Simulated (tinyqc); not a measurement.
# Changing the contact height h_c

Model: chemical-mechanical planarisation: Preston law, pattern density and step-height reduction. Computed by tinyqc, a small Python program. Command: `OMP_NUM_THREADS=1 python tinyqc.py 3004855 3004856 out.jsonl cmp sweep`. One thread of a shared host (Intel(R) Xeon(R) Processor @ 2.30GHz), about 0.01 s of CPU time with the checks.

A row of 12 cells, repeated periodically, holds raised features that cover a share rho of each cell.

Inputs (values chosen for the exercise, close to those used for copper polishing):
```
quantity                          value  unit
Preston coefficient K           2.1e-13  1/Pa
pressure P                           18   kPa
platen and carrier speed             80   rpm
distance between the centres         17    cm
initial step height h0              160    nm
film above the raised areas z0      360    nm
cell size                           1.3    mm
planarisation length                2.8    mm
polish time t                        19     s
```

local pattern densities, cell by cell: 0.2  0.1  0.9  0.8  0.1  0.5  0.3  0.9  0.2  0.1  0.5  0.3

Method:
- With equal rotation speeds the relative speed is uniform, v = omega r_c; Preston rate R0 = K P v.
- The stiff pad averages the density: rho_eff(i) = sum_j w_ij rho_j / sum_j w_ij, w = exp(-2 d^2/L^2), L the planarisation length and d the distance between cell centres, summed over all periodic images of cell j.
- While h > h_c only raised areas polish, at R0/rho_eff, until t_c = rho_eff (h0 - h_c)/R0. After that h = h_c exp(-(t - t_c)/tau), tau = rho_eff h_c/R0; low areas polish at R0 (1 - h/h_c) and raised areas at R0 [1 + (1 - rho_eff) h/(rho_eff h_c)]. Removed from raised areas after t_c: h0 - h_c + R0 (t - t_c) + (1 - rho_eff)(h_c - h); from low areas: R0 (t - t_c) - rho_eff (h_c - h). Film left = z0 less the removal from raised areas.

One run for each value; columns: (1) contact height h_c (nm); (2) largest remaining step (nm); (3) range of film left across the row (nm); (4) thinnest film left (nm):
```
(1)          (2)     (3)     (4)
4.8   6.2207e-02  49.808  140.89
18.0  2.7132e+00  50.918  140.89
31.0  6.7931e+00  52.621  140.90
44.0  1.1237e+01  54.409  140.97
57.0  1.5820e+01  56.083  141.22
70.0  2.0472e+01  57.538  141.71
83.0  2.5162e+01  58.733  142.48
96.0  2.9876e+01  59.668  143.52
```

What does the table show, and why?

Over the rows, largest remaining step (nm) rises from 0.0622 to 29.9 (exponent d ln y / d ln x 2.9 between the first rows and 1.2 between the last); range of film left across the row (nm) rises from 49.8 to 59.7 (exponent d ln y / d ln x 0.017 between the first rows and 0.11 between the last); thinnest film left (nm) rises from 140.9 to 143.5. A softer pad (larger h_c) touches the low areas sooner, so steps linger.

Extremes, crossings and ranges named in words are read from the listed rows.
